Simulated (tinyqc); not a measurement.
Binary melting diagram from solution models of liquid and solid: one step, computed by the program tinyqc.

x is the fraction of B. In a phase with interaction L: mu_A = G_A + R T ln(1 - x) + L x^2, mu_B = G_B + R T ln x + L (1 - x)^2. Melting: G(liquid) - G(solid) = H (1 - T/T_m) for each pure component.

Question. Freezing of the alloy x0. Liquid against pure solid A: T = (H_A + L_L x^2)/(H_A/T_A - R ln(1 - x)); against pure solid B: T = (H_B + L_L (1 - x)^2)/(H_B/T_B - R ln x). Primary solid forms at the higher branch; just above T_E its mole fraction is (x_E - x0)/x_E for A or (x0 - x_E)/(1 - x_E) for B, and the rest freezes as eutectic, with B making up x_E of it.

Inputs (values chosen for the exercise, for a model alloy):
```
quantity                value    unit
melting point T_A        1215       K
melting point T_B         875       K
heat of melting H_A      9.17  kJ/mol
heat of melting H_B      8.33  kJ/mol
liquid interaction L_L    -20  kJ/mol
overall fraction x0       0.9       -
```

Diagram: eutectic with pure solids.

eutectic composition x_E = 0.5278263

eutectic temperature T_E = 260.9777 K

Constants: R = 8.314462618 J/(mol K).

Give: liquidus temperature; fraction of primary solid; freezing range.

Answer.

liquidus temperature = 782.0 K

fraction of primary solid = 0.7882

freezing range = 521.1 K

The primary solid is B.
